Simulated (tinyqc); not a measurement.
What each integral does: Slater-Koster d bands of an fcc metal.

Values chosen for the exercise (out of a larger set: of the size met in Ni; not measured data): dds = -0.443 eV (dd sigma); ddp = 0.261 eV (dd pi); ddd = -0.062 eV (dd delta).

Levels at Gamma, E(t2g) = 3 dds + 4 ddp + 5 ddd, E(eg) = 1.5 dds + 6 ddp + 4.5 ddd, and W = sqrt(12 mu2), the width of a rectangular band with the same second moment mu2 = z (dds^2 + 2 ddp^2 + 2 ddd^2)/5, z = 12. Each row changes one parameter from the base and keeps the others.

Results:
```
case              t2g (eV)  eg (eV)  W (eV)
base               -0.5950   0.6225  3.1300
dds = -0.3765 eV   -0.3955   0.7222  2.8684
ddp = 0.3001 eV    -0.4386   0.8571  3.3258
ddd = -0.0527 eV   -0.5485   0.6643  3.1202
```

The largest shifts from the base row, up to three for each result and ties (the steps differ in size, so this ranks the rows, not the parameters). t2g (eV): dds +0.1995, ddp +0.1564, ddd +0.0465. eg (eV): ddp +0.2346, dds +0.0998, ddd +0.0419. W (eV): dds -0.2617, ddp +0.1957, ddd -0.0098. The ratio of the shifts of t2g and eg names the integral: 3 : 1.5 for dds, 4 : 6 for ddp, 5 : 4.5 for ddd.

(tinyqc, `OMP_NUM_THREADS=1 python tinyqc.py 1451163 1451164 out.jsonl`, Intel(R) Xeon(R) Processor @ 2.30GHz, 1 thread, shared host, about 0.05 s.)
